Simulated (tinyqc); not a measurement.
# Worked calculation: double-gate transistor below threshold, two-dimensional Poisson equation on a small mesh

Computed by the program tinyqc: `OMP_NUM_THREADS=1 python tinyqc.py 2480024 2480025 out.jsonl`, one thread of a shared Intel Xeon 2.30GHz, about 0.09 s for the whole run. Printed values are rounded.

Half of a symmetric double-gate structure: row 0 is the mid-plane of the body, where the normal field vanishes. Mobile charge is neglected (subthreshold), the body is fully depleted, and potentials are counted from the intrinsic level; rows run upward to the gate, columns from source to drain.

Parameters, values chosen for the exercise; semiconductor permittivity made up:
```
symbol,value,unit,meaning
eps_r,11,,relative permittivity of the semiconductor
eox,25,,relative permittivity of the insulator
tb,5,nm,half the body thickness
tox,5,nm,insulator thickness
L,24,nm,channel length
Na,1.1e18,cm^-3,acceptor density of the depleted body
Vbi,0.58,V,potential of the source
Vfb,0.07,V,gate offset
Vg,0,V,gate voltage
Vd,0.5,V,drain voltage
```

Constants: q = 1.602176634e-19 C, eps0 = 8.8541878128e-14 F/cm where lengths are in cm. Results are converted to the units shown.

## Coefficients of the five-point equations

Mesh: rows i = 0..1 in the semiconductor (step hs = tb/1, row 1 on the interface), then 1 step(s) ho = tox/1 up to the gate row 2; columns j = 0..4 (step hy = L/4). Box integration, divided by eps0: up_i = eps hy/h of the interval above row i, dn_i = that of the interval below (0 for row 0), lat_i = (sum of eps h/2 over the intervals above and below)/hy, s_i = -q Na w_i hy/eps0 with w_i the semiconductor height of the box (hs/2 for row 0 and the interface row, hs between, 0 in the insulator). Each free node obeys (up + dn + 2 lat) psi = up psi(above) + dn psi(below) + lat [psi(left) + psi(right)] + s.

```
row    up    dn       lat       s (V)
0    13.2     0  4.583333  -0.2985696
1      30  13.2        15  -0.2985696
```

## The linear system

fixed values (free nodes shown as 0) (V):
```
             j=0        j=1        j=2        j=3        j=4
row 0   0.580000   0.000000   0.000000   0.000000   1.080000
row 1   0.580000   0.000000   0.000000   0.000000   1.080000
row 2  -0.070000  -0.070000  -0.070000  -0.070000  -0.070000
```

Unknowns (row, column) in the order listed; A has up + dn + 2 lat on the diagonal and -up, -dn, -lat towards free neighbours; b holds s and the terms of fixed neighbours. Fixed values: gate row Vg - Vfb; column 0 at Vbi and the last column at Vbi + Vd in the semiconductor, each running linearly to Vg - Vfb across the insulator.

A:
```
           (0,1)      (0,2)      (0,3)      (1,1)      (1,2)      (1,3)
(0,1)   22.36667   -4.58333    0.00000  -13.20000    0.00000    0.00000
(0,2)   -4.58333   22.36667   -4.58333    0.00000  -13.20000    0.00000
(0,3)    0.00000   -4.58333   22.36667    0.00000    0.00000  -13.20000
(1,1)  -13.20000    0.00000    0.00000   73.20000  -15.00000    0.00000
(1,2)    0.00000  -13.20000    0.00000  -15.00000   73.20000  -15.00000
(1,3)    0.00000    0.00000  -13.20000    0.00000  -15.00000   73.20000
```

b (V): (0,1) 2.35976, (0,2) -0.29857, (0,3) 4.65143, (1,1) 6.30143, (1,2) -2.39857, (1,3) 13.80143

## Direct solution

Solve A psi = b.

psi at the free nodes (V): (0,1) 0.2241325, (0,2) 0.1652268, (0,3) 0.4064633, (1,1) 0.1436397, (1,2) 0.0836296, (1,3) 0.2789780

## Iteration 1: over-relaxation sweep (omega = 2.05)

psi at the start (fixed values on the edges, free nodes at zero) (V):
```
             j=0        j=1        j=2        j=3        j=4
row 0   0.580000   0.000000   0.000000   0.000000   1.080000
row 1   0.580000   0.000000   0.000000   0.000000   1.080000
row 2  -0.070000  -0.070000  -0.070000  -0.070000  -0.070000
```

Free nodes: rows 0..1, columns 1..3, taken row by row from row 0, left to right. t = (up psi(above) + dn psi(below) + lat [psi(left) + psi(right)] + s)/(up + dn + 2 lat), with the newest neighbours; psi(new) = psi + 2.05 (t - psi).

psi after iteration 1 (V):
```
             j=0        j=1        j=2        j=3        j=4
row 0   0.580000   0.216282   0.063491   0.452995   1.080000
row 1   0.580000   0.256428   0.064019   0.580868   1.080000
row 2  -0.070000  -0.070000  -0.070000  -0.070000  -0.070000
```

## Iteration 2: over-relaxation sweep (omega = 2.05)

As before.

psi after iteration 2 (V):
```
             j=0        j=1        j=2        j=3        j=4
row 0   0.580000   0.326093   0.310702   0.783954   1.080000
row 1   0.580000   0.054666   0.247442   0.170356   1.080000
row 2  -0.070000  -0.070000  -0.070000  -0.070000  -0.070000
```

## Course of the iteration: over-relaxation sweep (omega = 2.05)

Stop when the largest change of psi is below 1e-7 V, or after 25 iterations. Fixed values: gate row Vg - Vfb; column 0 at Vbi and the last column at Vbi + Vd in the semiconductor, each running linearly to Vg - Vfb across the insulator.

Course of the iteration:
```
iteration  psi at row 0, j = 2 (V)  largest |change| of one entry (V)
1                       0.06349115                              0.581
2                        0.3107021                              0.411
3                        0.3047196                              0.847
4                       -0.1796908                              0.683
5                        0.3134175                              0.898
6                        0.3288707                              0.956
7                       0.07526001                              0.743
8                       -0.1403646                              0.712
9                        0.6040810                               1.17
...                            ...                                ...
17                       0.3606044                              0.983
18                      -0.5392734                               1.87
19                       0.6146713                               1.80
20                       0.3995574                               1.50
21                      -0.1288598                               1.42
22                      -0.2667363                               2.62
23                        1.029901                               2.10
24                      -0.1150089                               1.84
25                      -0.3322974                               1.82
```

Not converged within 25 iterations. The largest change wanders without falling. Over-relaxation cannot converge for omega of 2 or more. A rerun with over-relaxation at omega = 1.12 converges in 11 iterations.
